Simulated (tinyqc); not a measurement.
CISD on RHF in the 6-311g basis, for H2, spin multiplicity 1, step by step. Computed by tinyqc, a small Python program that keeps every step (integrals from PySCF). Settings: charge = 0, multiplicity = 1, basis = 6-311g, method = RHF, energy threshold = 1e-10, iteration cap = 70, orthogonalisation = symmetric, start = Wolfsberg-Helmholz matrix, DIIS depth = 6, ci = CISD, davidson = 1. Command: `OMP_NUM_THREADS=1 python tinyqc.py 28979 28980 out.jsonl` (the two numbers bound the seeds that draw the settings). One thread of a shared host (Intel(R) Xeon(R) Processor @ 2.60GHz), about 0.09 s of CPU time with the checks. The early iterations of the SCF are left out here.

## One-electron integrals

Geometry (angstrom):
```
atom        x        y        z
H     0.00000  0.00000  0.00000
H     0.00000  0.00000  0.72500
```

Basis 6-311g: exponents (1/bohr^2) and contraction coefficients of normalised primitives:
```
element  l (shell)  exponent  coefficient
H            s (1)  33.86500      0.02549
H            s (1)   5.09479      0.19037
H            s (1)   1.15879      0.85216
H            s (2)   0.32584      1.00000
H            s (3)   0.10274      1.00000
```

Overlap, kinetic and nuclear-attraction integrals over the contracted functions; the nuclear repulsion is the sum of Za Zb / Rab.

nuclear repulsion = 0.7298996 hartree

overlap S:
```
         1H 1s    1H 2s    1H 3s    2H 1s    2H 2s    2H 3s
1H 1s  1.00000  0.70638  0.37366  0.28397  0.43448  0.31271
1H 2s  0.70638  1.00000  0.78896  0.43448  0.73653  0.68137
1H 3s  0.37366  0.78896  1.00000  0.31271  0.68137  0.90808
2H 1s  0.28397  0.43448  0.31271  1.00000  0.70638  0.37366
2H 2s  0.43448  0.73653  0.68137  0.70638  1.00000  0.78896
2H 3s  0.31271  0.68137  0.90808  0.37366  0.78896  1.00000
```

kinetic energy T (hartree):
```
         1H 1s    1H 2s    1H 3s    2H 1s    2H 2s    2H 3s
1H 1s  2.30435  0.54912  0.10635  0.09088  0.22770  0.07843
1H 2s  0.54912  0.48876  0.18488  0.22770  0.28659  0.14406
1H 3s  0.10635  0.18488  0.15411  0.07843  0.14406  0.13095
2H 1s  0.09088  0.22770  0.07843  2.30435  0.54912  0.10635
2H 2s  0.22770  0.28659  0.14406  0.54912  0.48876  0.18488
2H 3s  0.07843  0.14406  0.13095  0.10635  0.18488  0.15411
```

nuclear attraction V (hartree):
```
          1H 1s     1H 2s     1H 3s     2H 1s     2H 2s     2H 3s
1H 1s  -2.83931  -1.56777  -0.78030  -0.75121  -0.99904  -0.66543
1H 2s  -1.56777  -1.55483  -1.04083  -0.99904  -1.21672  -0.93077
1H 3s  -0.78030  -1.04083  -0.96419  -0.66543  -0.93077  -0.89994
2H 1s  -0.75121  -0.99904  -0.66543  -2.83931  -1.56777  -0.78030
2H 2s  -0.99904  -1.21672  -0.93077  -1.56777  -1.55483  -1.04083
2H 3s  -0.66543  -0.93077  -0.89994  -0.78030  -1.04083  -0.96419
```

core Hamiltonian H = T + V (hartree):
```
          1H 1s     1H 2s     1H 3s     2H 1s     2H 2s     2H 3s
1H 1s  -0.53496  -1.01865  -0.67395  -0.66033  -0.77134  -0.58701
1H 2s  -1.01865  -1.06607  -0.85595  -0.77134  -0.93013  -0.78671
1H 3s  -0.67395  -0.85595  -0.81008  -0.58701  -0.78671  -0.76899
2H 1s  -0.66033  -0.77134  -0.58701  -0.53496  -1.01865  -0.67395
2H 2s  -0.77134  -0.93013  -0.78671  -1.01865  -1.06607  -0.85595
2H 3s  -0.58701  -0.78671  -0.76899  -0.67395  -0.85595  -0.81008
```

## Two-electron integrals

Functions are numbered as in S; the eight-fold symmetry (ij|kl) = (ji|kl) = (kl|ij) leaves the list below.

Two-electron integrals (ij|kl) in chemists' order, unique and non-zero (hartree):
```
(11|11) 1.39303   (21|11) 0.82297   (21|21) 0.50970   (22|11) 0.82290
(22|21) 0.54303   (22|22) 0.64411   (31|11) 0.41126   (31|21) 0.25776
(31|22) 0.27987   (31|31) 0.13079   (32|11) 0.54368   (32|21) 0.36577
(32|22) 0.45267   (32|31) 0.18980   (32|32) 0.32514   (33|11) 0.49402
(33|21) 0.34012   (33|22) 0.44599   (33|31) 0.17804   (33|32) 0.33178
(33|33) 0.36168   (41|11) 0.30820   (41|21) 0.19460   (41|22) 0.21277
(41|31) 0.09890   (41|32) 0.14442   (41|33) 0.13547   (41|41) 0.10066
(42|11) 0.34982   (42|21) 0.23356   (42|22) 0.28091   (42|31) 0.12074
(42|32) 0.19787   (42|33) 0.19494   (42|41) 0.13008   (42|42) 0.19131
(43|11) 0.22498   (43|21) 0.15230   (43|22) 0.18881   (43|31) 0.07912
(43|32) 0.13498   (43|33) 0.13593   (43|41) 0.08553   (43|42) 0.13117
(43|43) 0.09152   (44|11) 0.71250   (44|21) 0.48877   (44|22) 0.61443
(44|31) 0.25479   (44|32) 0.43944   (44|33) 0.44064   (44|41) 0.30820
(44|42) 0.49115   (44|43) 0.34288   (44|44) 1.39303   (51|11) 0.49115
(51|21) 0.30618   (51|22) 0.32954   (51|31) 0.15512   (51|32) 0.22277
(51|33) 0.20808   (51|41) 0.13008   (51|42) 0.16079   (51|43) 0.10533
(51|44) 0.34982   (51|51) 0.19131   (52|11) 0.55907   (52|21) 0.37261
(52|22) 0.45129   (52|31) 0.19270   (52|32) 0.32040   (52|33) 0.32063
(52|41) 0.16923   (52|42) 0.23934   (52|43) 0.16419   (52|44) 0.55907
(52|51) 0.23934   (52|52) 0.34941   (53|11) 0.41313   (53|21) 0.28109
(53|22) 0.35726   (53|31) 0.14647   (53|32) 0.26047   (53|33) 0.27277
(53|41) 0.12982   (53|42) 0.19400   (53|43) 0.13640   (53|44) 0.46330
(53|51) 0.18203   (53|52) 0.28481   (53|53) 0.24250   (54|11) 0.48877
(54|21) 0.33344   (54|22) 0.41897   (54|31) 0.17365   (54|32) 0.30103
(54|33) 0.30502   (54|41) 0.19460   (54|42) 0.30618   (54|43) 0.21507
(54|44) 0.82297   (54|51) 0.23356   (54|52) 0.37261   (54|53) 0.31208
(54|54) 0.50970   (55|11) 0.61443   (55|21) 0.41897   (55|22) 0.53376
(55|31) 0.21844   (55|32) 0.38898   (55|33) 0.40598   (55|41) 0.21277
(55|42) 0.32954   (55|43) 0.23380   (55|44) 0.82290   (55|51) 0.28091
(55|52) 0.45129   (55|53) 0.38733   (55|54) 0.54303   (55|55) 0.64411
(61|11) 0.34288   (61|21) 0.21507   (61|22) 0.23380   (61|31) 0.10916
(61|32) 0.15863   (61|33) 0.14889   (61|41) 0.08553   (61|42) 0.10533
(61|43) 0.06911   (61|44) 0.22498   (61|51) 0.13117   (61|52) 0.16419
(61|53) 0.12508   (61|54) 0.15230   (61|55) 0.18881   (61|61) 0.09152
(62|11) 0.46330   (62|21) 0.31208   (62|22) 0.38733   (62|31) 0.16201
(62|32) 0.27865   (62|33) 0.28511   (62|41) 0.12982   (62|42) 0.18203
(62|43) 0.12508   (62|44) 0.41313   (62|51) 0.19400   (62|52) 0.28481
(62|53) 0.23397   (62|54) 0.28109   (62|55) 0.35726   (62|61) 0.13640
(62|62) 0.24250   (63|11) 0.43551   (63|21) 0.30027   (63|22) 0.39531
(63|31) 0.15727   (63|32) 0.29486   (63|33) 0.32323   (63|41) 0.12666
(63|42) 0.18798   (63|43) 0.13262   (63|44) 0.43551   (63|51) 0.18798
(63|52) 0.29829   (63|53) 0.25867   (63|54) 0.30027   (63|55) 0.39531
(63|61) 0.13262   (63|62) 0.25867   (63|63) 0.29825   (64|11) 0.25479
(64|21) 0.17365   (64|22) 0.21844   (64|31) 0.09043   (64|32) 0.15725
(64|33) 0.16001   (64|41) 0.09890   (64|42) 0.15512   (64|43) 0.10916
(64|44) 0.41126   (64|51) 0.12074   (64|52) 0.19270   (64|53) 0.16201
(64|54) 0.25776   (64|55) 0.27987   (64|61) 0.07912   (64|62) 0.14647
(64|63) 0.15727   (64|64) 0.13079   (65|11) 0.43944   (65|21) 0.30103
(65|22) 0.38898   (65|31) 0.15725   (65|32) 0.28634   (65|33) 0.30507
(65|41) 0.14442   (65|42) 0.22277   (65|43) 0.15863   (65|44) 0.54368
(65|51) 0.19787   (65|52) 0.32040   (65|53) 0.27865   (65|54) 0.36577
(65|55) 0.45267   (65|61) 0.13498   (65|62) 0.26047   (65|63) 0.29486
(65|64) 0.18980   (65|65) 0.32514   (66|11) 0.44064   (66|21) 0.30502
(66|22) 0.40598   (66|31) 0.16001   (66|32) 0.30507   (66|33) 0.33972
(66|41) 0.13547   (66|42) 0.20808   (66|43) 0.14889   (66|44) 0.49402
(66|51) 0.19494   (66|52) 0.32063   (66|53) 0.28511   (66|54) 0.34012
(66|55) 0.44599   (66|61) 0.13593   (66|62) 0.27277   (66|63) 0.32323
(66|64) 0.17804   (66|65) 0.33178   (66|66) 0.36168
```

## Orthogonalisation

S = U s U^T; symmetric (Loewdin) form X = U s^(-1/2) U^T, so that X^T S X = 1.

eigenvalues of S: 0.03076  0.14197  0.18375  0.85691  0.86066  3.92595

X:
```
          1H 1s     1H 2s     1H 3s     2H 1s     2H 2s     2H 3s
1H 1s   1.37641  -0.74907   0.21752  -0.03080   0.00259  -0.03682
1H 2s  -0.74907   2.42504  -1.17246   0.00259  -0.69145   0.42248
1H 3s   0.21752  -1.17246   2.87417  -0.03682   0.42248  -1.71677
2H 1s  -0.03080   0.00259  -0.03682   1.37641  -0.74907   0.21752
2H 2s   0.00259  -0.69145   0.42248  -0.74907   2.42504  -1.17246
2H 3s  -0.03682   0.42248  -1.71677   0.21752  -1.17246   2.87417
```

## Iteration 6 (converged): orbitals

converged F (hartree):
```
          1H 1s     1H 2s     1H 3s     2H 1s     2H 2s     2H 3s
1H 1s   0.56493  -0.46267  -0.47723  -0.53308  -0.53176  -0.45477
1H 2s  -0.46267  -0.37990  -0.39139  -0.53176  -0.49351  -0.41037
1H 3s  -0.47723  -0.39139  -0.25601  -0.45477  -0.41037  -0.27287
2H 1s  -0.53308  -0.53176  -0.45477   0.56493  -0.46267  -0.47723
2H 2s  -0.53176  -0.49351  -0.41037  -0.46267  -0.37990  -0.39139
2H 3s  -0.45477  -0.41037  -0.27287  -0.47723  -0.39139  -0.25601
```

Diagonalise F' = X^T F X, C = X C', fill 1 alpha and 1 beta electrons from the bottom; D = 2 C_occ C_occ^T. Each column has its largest component positive (the first on a tie).

F' = X^T F X (hartree):
```
          1         2         3         4         5         6
1   1.69231  -1.16874   0.01306  -0.37778  -0.16891  -0.14778
2  -1.16874   0.95541  -0.37998  -0.16891  -0.24497  -0.02604
3   0.01306  -0.37998   0.20089  -0.14778  -0.02604  -0.12798
4  -0.37778  -0.16891  -0.14778   1.69231  -1.16874   0.01306
5  -0.16891  -0.24497  -0.02604  -1.16874   0.95541  -0.37998
6  -0.14778  -0.02604  -0.12798   0.01306  -0.37998   0.20089
```

orbital energies (hartree): MO1 -0.60057, MO2 0.17107, MO3 0.30492, MO4 0.65815, MO5 2.39354, MO6 2.77010

coefficients C:
```
           MO1       MO2       MO3       MO4       MO5       MO6
1H 1s  0.19409   0.07946  -0.05011  -0.08786  -1.07708  -1.13619
1H 2s  0.29431  -0.04578  -0.70549  -1.77127   1.21581   1.80864
1H 3s  0.12473   2.32593   0.84553   2.22975  -0.48671  -1.20867
2H 1s  0.19409  -0.07946  -0.05011   0.08786  -1.07708   1.13619
2H 2s  0.29431   0.04578  -0.70549   1.77127   1.21581  -1.80864
2H 3s  0.12473  -2.32593   0.84553  -2.22975  -0.48671   1.20867
```

D after iteration 6:
```
         1H 1s    1H 2s    1H 3s    2H 1s    2H 2s    2H 3s
1H 1s  0.07534  0.11425  0.04842  0.07534  0.11425  0.04842
1H 2s  0.11425  0.17324  0.07342  0.11425  0.17324  0.07342
1H 3s  0.04842  0.07342  0.03111  0.04842  0.07342  0.03111
2H 1s  0.07534  0.11425  0.04842  0.07534  0.11425  0.04842
2H 2s  0.11425  0.17324  0.07342  0.11425  0.17324  0.07342
2H 3s  0.04842  0.07342  0.03111  0.04842  0.07342  0.03111
```

## Convergence

Stop when the energy changes by less than 1e-10 hartree and every element of the error matrix X^T (F D S - S D F) X is below 3e-06.

Course of the cycle:
```
iteration  E (hartree)     change  largest element of the error matrix
1           -0.8212617          -                             4.36e-01
2           -1.1232083  -3.02e-01                             5.56e-02
3           -1.1279964  -4.79e-03                             1.73e-03
4           -1.1280063  -9.91e-06                             2.40e-04
5           -1.1280065  -2.26e-07                             2.45e-07
6           -1.1280065  -2.28e-13                             1.03e-07
```

PySCF RHF in the same basis = -1.1280065 hartree

Converged in 6 iterations.

## Integrals over molecular orbitals

(pq|rs) = sum C_ip C_jq C_kr C_ls (ij|kl), one index at a time.

one-electron integrals over orbitals h = C^T H C (hartree):
```
          1         2         3         4         5         6
1  -1.25734   0.00000   0.13557   0.00000   0.10237   0.00000
2   0.00000  -0.47471   0.00000   0.20701   0.00000   0.02013
3   0.13557   0.00000  -0.37084   0.00000  -0.17732   0.00000
4   0.00000   0.20701   0.00000  -0.25164   0.00000  -0.23214
5   0.10237   0.00000  -0.17732   0.00000   1.19722   0.00000
6   0.00000   0.02013   0.00000  -0.23214   0.00000   1.47489
```

Two-electron integrals over orbitals (pq|rs), unique and non-zero (hartree):
```
(11|11) 0.65676    (21|21) 0.04326    (22|11) 0.34452    (22|22) 0.29616
(31|11) -0.13557   (31|22) -0.02330   (31|31) 0.05463    (32|21) 0.02352
(32|32) 0.04109    (33|11) 0.36519    (33|22) 0.27291    (33|31) -0.03501
(33|33) 0.28200    (41|21) -0.06089   (41|32) -0.01036   (41|41) 0.10539
(42|11) -0.13395   (42|22) -0.04265   (42|31) 0.03728    (42|33) -0.04464
(42|42) 0.05155    (43|21) 0.02732    (43|32) 0.01758    (43|41) -0.03907
(43|43) 0.02398    (44|11) 0.50759    (44|22) 0.32500    (44|31) -0.08142
(44|33) 0.31504    (44|42) -0.10193   (44|44) 0.44140    (51|11) -0.10237
(51|22) -0.00884   (51|31) 0.05348    (51|33) -0.02430   (51|42) 0.02345
(51|44) -0.05618   (51|51) 0.09351    (52|21) 0.00141    (52|32) 0.00194
(52|41) 0.00178    (52|43) -0.00616   (52|52) 0.00974    (53|11) 0.11540
(53|22) 0.02962    (53|31) -0.04068   (53|33) 0.03604    (53|42) -0.03319
(53|44) 0.07388    (53|51) -0.04741   (53|53) 0.03803    (54|21) -0.00051
(54|32) -0.02033   (54|41) -0.01807   (54|43) 0.00599    (54|52) -0.01458
(54|54) 0.03788    (55|11) 0.64491    (55|22) 0.33445    (55|31) -0.13624
(55|33) 0.35995    (55|42) -0.12781   (55|44) 0.49406    (55|51) -0.13205
(55|53) 0.12585    (55|55) 0.67254    (61|21) -0.02854   (61|32) 0.01283
(61|41) 0.06859    (61|43) -0.03023   (61|52) 0.02168    (61|54) -0.05301
(61|61) 0.10039    (62|11) -0.02433   (62|22) 0.01157    (62|31) 0.01980
(62|33) 0.00028    (62|42) 0.00177    (62|44) -0.00702   (62|51) 0.03332
(62|53) -0.01338   (62|55) -0.03590   (62|62) 0.01891    (63|21) 0.02798
(63|32) 0.00116    (63|41) -0.05161   (63|43) 0.01940    (63|52) -0.00575
(63|54) 0.02150    (63|61) -0.05053   (63|63) 0.03302    (64|11) 0.15036
(64|22) 0.02225    (64|31) -0.06168   (64|33) 0.04214    (64|42) -0.04099
(64|44) 0.09153    (64|51) -0.07969   (64|53) 0.05131    (64|55) 0.16984
(64|62) -0.03244   (64|64) 0.08949    (65|21) 0.07485    (65|32) 0.01160
(65|41) -0.13284   (65|43) 0.05707    (65|52) -0.02098   (65|54) 0.05783
(65|61) -0.13724   (65|63) 0.08550    (65|65) 0.23899    (66|11) 0.69780
(66|22) 0.35366    (66|31) -0.16013   (66|33) 0.37250    (66|42) -0.14752
(66|44) 0.54177    (66|51) -0.17812   (66|53) 0.14998    (66|55) 0.73961
(66|62) -0.04933   (66|64) 0.21107    (66|66) 0.84642
```

## CISD: determinants and Hamiltonian

Hartree-Fock energy = -1.1280065 hartree

Slater-Condon rules over spin orbitals, with the nuclear repulsion added and E(HF) subtracted on the diagonal. Only determinants linked to the reference directly or through others are kept (one block of an abelian symmetry group), so some states are absent.

Occupation strings over the orbitals (2 doubly, a alpha, b beta, 0 empty; spin orbitals ordered 1a 1b 2a 2b ...): 200000 a0b000 a000b0 b0a000 b000a0 020000 0a0b00 0a000b 002000 00a0b0 0b0a00 000200 000a0b 00b0a0 000020 0b000a 000b0a 000002

H - E(HF) between determinants (hartree):
```
          200000    a0b000    a000b0    b0a000    b000a0    020000    0a0b00    0a000b
200000   0.00000   0.00000   0.00000   0.00000   0.00000   0.04326  -0.06089  -0.02854
a0b000   0.00000   0.59493  -0.06192  -0.05463  -0.05348   0.02352   0.02732   0.02798
a000b0   0.00000  -0.06192   2.44270  -0.05348  -0.09351   0.00141  -0.00051   0.07485
b0a000   0.00000  -0.05463  -0.05348   0.59493  -0.06192  -0.02352   0.01036  -0.01283
b000a0   0.00000  -0.05348  -0.09351  -0.06192   2.44270  -0.00141  -0.00178  -0.02168
020000   0.04326   0.02352   0.00141  -0.02352  -0.00141   1.20464   0.16436   0.03171
0a0b00  -0.06089   0.02732  -0.00051   0.01036  -0.00178   0.16436   1.45656  -0.20989
0a000b  -0.02854   0.02798   0.07485  -0.01283  -0.02168   0.03171  -0.20989   3.21175
002000   0.05463   0.10056  -0.04068  -0.10056   0.04068   0.04109   0.01758   0.00116
00a0b0   0.05348  -0.04068  -0.00067  -0.07807   0.04741   0.00194  -0.02033   0.01160
0b0a00   0.06089   0.01036  -0.00178   0.02732  -0.00051  -0.16436  -0.05155  -0.00177
000200   0.10539  -0.03907  -0.01807   0.03907   0.01807   0.05155   0.10509  -0.04099
000a0b   0.06859  -0.05161  -0.13284   0.03023   0.05301   0.00177  -0.04099   0.05950
00b0a0  -0.05348  -0.07807   0.04741  -0.04068  -0.00067  -0.00194   0.00616   0.00575
000020   0.09351  -0.04741  -0.02968   0.04741   0.02968   0.00974  -0.01458  -0.02098
0b000a   0.02854  -0.01283  -0.02168   0.02798   0.07485  -0.03171  -0.00177  -0.01891
000b0a  -0.06859   0.03023   0.05301  -0.05161  -0.13284  -0.00177  -0.01311   0.03244
000002   0.10039  -0.05053  -0.13724   0.05053   0.13724   0.01891  -0.03244  -0.02920

          002000    00a0b0    0b0a00    000200    000a0b    00b0a0    000020    0b000a
200000   0.05463   0.05348   0.06089   0.10539   0.06859  -0.05348   0.09351   0.02854
a0b000   0.10056  -0.04068   0.01036  -0.03907  -0.05161  -0.07807  -0.04741  -0.01283
a000b0  -0.04068  -0.00067  -0.00178  -0.01807  -0.13284   0.04741  -0.02968  -0.02168
b0a000  -0.10056  -0.07807   0.02732   0.03907   0.03023  -0.04068   0.04741   0.02798
b000a0   0.04068   0.04741  -0.00051   0.01807   0.05301  -0.00067   0.02968   0.07485
020000   0.04109   0.00194  -0.16436   0.05155   0.00177  -0.00194   0.00974  -0.03171
0a0b00   0.01758  -0.02033  -0.05155   0.10509  -0.04099   0.00616  -0.01458  -0.00177
0a000b   0.00116   0.01160  -0.00177  -0.04099   0.05950   0.00575  -0.02098  -0.01891
002000   1.39823  -0.14128  -0.01758   0.02398   0.01940   0.14128   0.03803  -0.00116
00a0b0  -0.14128   3.04424   0.00616   0.00599   0.05707  -0.03803  -0.05147   0.00575
0b0a00  -0.01758   0.00616   1.45656  -0.10509  -0.01311  -0.02033   0.01458  -0.20989
000200   0.02398   0.00599  -0.10509   1.79602  -0.14061  -0.00599   0.03788   0.04099
000a0b   0.01940   0.05707  -0.01311  -0.14061   3.62293  -0.02150   0.05783   0.03244
00b0a0   0.14128  -0.03803  -0.02033  -0.00599  -0.02150   3.04424   0.05147   0.01160
000020   0.03803  -0.05147   0.01458   0.03788   0.05783   0.05147   4.92489   0.02098
0b000a  -0.00116   0.00575  -0.20989   0.04099   0.03244   0.01160   0.02098   3.21175
000b0a  -0.01940  -0.02150  -0.04099   0.14061  -0.08949   0.05707  -0.05783   0.05950
000002   0.03302   0.08550   0.03244   0.08949  -0.02106  -0.08550   0.23899   0.02920

          000b0a    000002
200000  -0.06859   0.10039
a0b000   0.03023  -0.05053
a000b0   0.05301  -0.13724
b0a000  -0.05161   0.05053
b000a0  -0.13284   0.13724
020000  -0.00177   0.01891
0a0b00  -0.01311  -0.03244
0a000b   0.03244  -0.02920
002000  -0.01940   0.03302
00a0b0  -0.02150   0.08550
0b0a00  -0.04099   0.03244
000200   0.14061   0.08949
000a0b  -0.08949  -0.02106
00b0a0   0.05707  -0.08550
000020  -0.05783   0.23899
0b000a   0.05950   0.02920
000b0a   3.62293   0.02106
000002   0.02106   5.65411
```

## CISD: roots

Diagonalise (each vector has its largest component positive (the first on a tie)); all determinants have Ms = 0, so triplets appear too. The lowest singlet root is the correlation energy.

lowest roots of this matrix, relative to E(HF) (hartree): -0.02519  0.52556  0.61117  1.07185  1.38103  1.39582  1.54405  1.86416

lowest vectors:
```
          root 1    root 2    root 3    root 4
200000   0.99270   0.00000  -0.00100   0.07043
a0b000  -0.00195   0.70422   0.69200   0.00522
a000b0  -0.00426   0.04415   0.00306  -0.00185
b0a000   0.00195   0.70422  -0.69200  -0.00522
b000a0   0.00426   0.04415  -0.00306   0.00185
020000  -0.04422   0.00000  -0.04076   0.86421
0a0b00   0.04939  -0.03106  -0.01022  -0.34142
0a000b   0.01162  -0.00774  -0.01017  -0.04424
002000  -0.03916   0.00000  -0.18592  -0.09917
00a0b0  -0.01773   0.03268  -0.02213  -0.01390
0b0a00  -0.04939  -0.03106   0.01022   0.34142
000200  -0.06289   0.00000   0.05650   0.02664
000a0b  -0.01978   0.00547   0.02260  -0.00292
00b0a0   0.01773   0.03268   0.02213   0.01390
000020  -0.01678   0.00000   0.01441  -0.00584
0b000a  -0.01162  -0.00774   0.01017   0.04424
000b0a   0.01978   0.00547  -0.02260   0.00292
000002  -0.01465   0.00000   0.01443  -0.00951
```

<S^2> of these roots: 0.00000  2.00000  0.00000  0.00000  2.00000  0.00000  0.00000  0.00000

weight of the ground state by excitation level 0, 1, 2, ...: 0.98546  0.00004  0.01450

## The lowest root by the Davidson method

Start from the reference; add the residual divided by (theta - H_ii), orthogonalised, at each step.

Davidson iterations:
```
iteration  subspace  lowest Ritz value (hartree)  residual norm
1                 1                            0       2.43e-01
2                 2                   -0.0247934       3.62e-02
3                 3                   -0.0251869       3.13e-03
4                 4                   -0.0251913       3.35e-04
5                 5                   -0.0251914       3.49e-05
6                 6                   -0.0251914       4.65e-06
7                 7                   -0.0251914       3.28e-07
8                 8                   -0.0251914       4.25e-08
```
